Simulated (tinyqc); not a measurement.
Phonon and roughness prefactors from two fields.

Inverse problem. At 300 K and high field 1/mu = E^(1/3)/Ap + E^gs/As, E in MV/cm. Find Ap and As.

Parameters, values chosen for the exercise:
```
symbol  value  unit                         meaning
gs          2        exponent of the roughness term
```

mu at E = 0.47 and 1.04 MV/cm (cm^2/(V s)): 512.16557  298.34978

Solution. Two linear equations in 1/Ap and 1/As.

Ap = 450.0 cm^2/(V s)
As = 983.0 cm^2/(V s)

Program tinyqc, `OMP_NUM_THREADS=1 python tinyqc.py 2510084 2510085 out.jsonl`; Intel Xeon 2.30GHz, shared host, one thread, about 0.01 s.
